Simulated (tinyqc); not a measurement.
A log to judge: decay of LO phonons and the hot-phonon bottleneck in the cooling of electrons. Computed by tinyqc. Command: `OMP_NUM_THREADS=1 python tinyqc.py 3002430 3002431 out.jsonl hotphonon walk`. One thread of a shared host (Intel(R) Xeon(R) Processor @ 2.30GHz), about 0.01 s of CPU time with the checks.

n(E, T) = 1/(exp(E/(k_B T)) - 1) is the Bose occupation. Electrons have a temperature T_e; the LO modes within their reach share one occupation N; the decay products stay at the lattice temperature.

Inputs (values chosen for the exercise, modelled on silicon carbide):
```
quantity                                             value    unit
LO energy hbar omega                                   117     meV
lifetime at T = 0, tau_0                               4.8      ps
share f of the energy in the softer product           0.34       -
lattice temperature T                                  500       K
electron mass m*                                     0.334     m_0
eps_inf                                               6.67       -
static dielectric constant eps_s                       9.6       -
electron density n                                 7.7e+18  1/cm^3
density of LO modes that the electrons reach, N_m  7.8e+18  1/cm^3
power supplied per electron P                          4.2      nW
step factor                                            3.5       -
```

Decay channel: two unequal phonons (Ridley).

Constants: k_B = 8.617333262e-05 eV/K; c = 299792458 m/s; e^2/(4 pi eps_0) = 14.39964548 eV angstrom; hbar^2/(2 m_0) = 3.80998212 eV angstrom^2; hbar = 6.582119569e-16 eV s; e = 1.602176634e-19 C.

Method:
- Decay rate 1/tau = (1/tau_0) [1 + n(f hbar omega) + n((1 - f) hbar omega)].
- Full width Gamma = 1/(2 pi c tau) in 1/cm, c in cm/s.
- Froehlich coupling alpha = (e^2/(4 pi eps_0)) (1/eps_inf - 1/eps_s) k_0/(2 hbar omega), k_0 = sqrt(m* hbar omega/(hbar^2/(2 m_0))); emission time tau_sp = hbar/(2 alpha hbar omega); bottleneck ratio r = (n/N_m) tau/tau_sp.
- Net emission per electron: [(N + 1) x - N]/tau_sp with x = exp(-hbar omega/(k_B T_e)), a simple two-level balance; steady state of the modes: n [(N + 1) x - N]/tau_sp = N_m (N - N_0)/tau; power per electron P = hbar omega [(N + 1) x - N]/tau_sp.
- Eliminating N gives P(T_e) = (hbar omega/tau_sp) [(N_0 + 1) x - N_0]/[1 + r (1 - x)]. Newton steps on ln P against ln T_e, times the step factor, each limited to 0.7 in ln T_e and to keeping a fifth of T_e - T; start at 1.5 T; stop when |ln(P/P(T_e))| < 1e-9 or after 40 steps.

Iterations:
```
step  T_e (K)  P(T_e) (nW)  ln(P/P(T_e))
0      750.00      0.91310       1.52599
1     1510.31      4.49650      -0.06822
2     1310.95      3.50499       0.18090
3     1849.52      6.21904      -0.39253
4      918.44      1.64282       0.93867
5     1849.52      6.21904      -0.39253
6      918.44      1.64282       0.93867
7     1849.52      6.21904      -0.39253
8      918.44      1.64282       0.93867
...       ...          ...           ...
31    1849.52      6.21904      -0.39253
32     918.44      1.64282       0.93867
33    1849.52      6.21904      -0.39253
34     918.44      1.64282       0.93867
35    1849.52      6.21904      -0.39253
36     918.44      1.64282       0.93867
37    1849.52      6.21904      -0.39253
38     918.44      1.64282       0.93867
39    1849.52      6.21904      -0.39253
```

Can the last value be used, and what does the course show?

No. Not converged: the residual has stopped falling and repeats with period one or two: the iteration swings between two states. Near the root each step multiplies the error by 1 - (step factor) = -2.50. Reruns converge with step factor = 1.0; or with step factor = 0.7.
